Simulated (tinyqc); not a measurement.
Sheet resistance of a shallow doped layer with concentration-dependent mobility and limited activation: one step, computed by the program tinyqc.

A layer of one dopant lies in a background of the opposite type. Current flows parallel to the surface down to the junction; depletion is ignored.

Problem. Local values. C(x) = C_s erfc(x/l). Active density N = min(C, C_a); carriers n = N - C_B; mobility mu = mu_min + (mu_max - mu_min)/(1 + ((N + C_B)/N_r)^alpha). Conductivity e n mu. Depths are 0, 0.2, 0.4, 0.6, 0.8 and 0.95 of x_j.

Inputs (values chosen for the exercise, modelled on boron in silicon):
```
quantity,value,unit
surface concentration C_s,4.4e+19,1/cm^3
length l,13,nm
background C_B,1.3e+17,1/cm^3
mobility floor mu_min,47.2,cm^2/(V s)
mobility mu_max,481,cm^2/(V s)
reference density N_r,1.59e+17,1/cm^3
exponent alpha,0.7,-
anneal temperature T,1150,C
```

Profile: erfc.

junction depth x_j = 27.32371 nm

active limit C_a = 2.656953e+20 1/cm^3

Constants: e = 1.602176634e-19 C.

Give: Along the depth.

Solution.

Along the depth:
```
x (nm),C (1/cm^3),N (1/cm^3),mu (cm^2/(V s)),conductivity (S/cm)
0.000,4.4000e+19,4.4000e+19,55.49,390.03
5.465,2.4296e+19,2.4296e+19,59.62,230.84
10.929,1.0316e+19,1.0316e+19,69.20,112.93
16.394,3.2785e+18,3.2785e+18,92.64,46.73
21.859,7.6602e+17,7.6602e+17,146.82,14.96
25.958,2.0881e+17,2.0881e+17,207.97,2.63
```
